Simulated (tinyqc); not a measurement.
Grain-boundary trapping model (Seto) of a polycrystalline semiconductor film: one step, computed by the program tinyqc. Command: `OMP_NUM_THREADS=1 python tinyqc.py 3017112 3017113 out.jsonl poly walk`. One thread of a shared host (Intel(R) Xeon(R) Processor @ 2.30GHz), about 0.01 s of CPU time with the checks.

Grains of equal size L are joined by thin boundaries with one trap level. Trapped carriers deplete a width W on each side and raise a barrier, crossed by thermionic emission. Dopants are fully ionised, statistics are non-degenerate and mu_g does not depend on T.

Problem. Barrier. N_c(T) = N_c (T/300 K)^(3/2). Filled traps Q = Q_t/(1 + (1/2) exp((E_t* - E_F)/k_B T)), where E_t* = e V_B - E_t and E_F are counted from the band edge at the grain centre. Partial depletion: Q = 2 N W, V_B = e N W^2/(2 eps eps_0), E_F = k_B T ln(N/N_c); solve for W. If that W would exceed L/2 the grain is fully depleted: W = L/2, Q = N L, and E_F follows from the trap equation. Centre density n_0 = N_c exp(E_F/k_B T).

Inputs (values chosen for the exercise, modelled on polycrystalline germanium):
```
quantity                                     value    unit
permittivity eps                                16       -
effective density of states at 300 K, N_c  6.1e+18  1/cm^3
grain size L                                    16      nm
trap density Q_t                           1.3e+12  1/cm^2
trap level E_t below the band edge            0.26      eV
doping N                                   1.9e+19  1/cm^3
temperature T                                  350       K
```

Grain interior: resistance included.

Constants: k_B = 8.617333262e-05 eV/K; e = 1.602176634e-19 C; eps_0 = 8.8541878128e-12 F/m.

Give: depletion width W; barrier V_B; E_F; centre density n_0.

Solution.

depletion width W = 0.3421 nm

barrier V_B = 0.001257 V

E_F = 0.02729 eV

centre density n_0 = 1.90e+19 1/cm^3

The grain is partly depleted; 100.0 % of the traps are filled, and they hold 4.3 % of the carriers. Caution: E_F is within 2 k_B T of the band edge, so non-degenerate statistics fail, and tunnelling through so thin a barrier adds to the current. Caution: e V_B is below 2 k_B T, where the depletion approximation fails and the mean density does not balance the trapped charge.
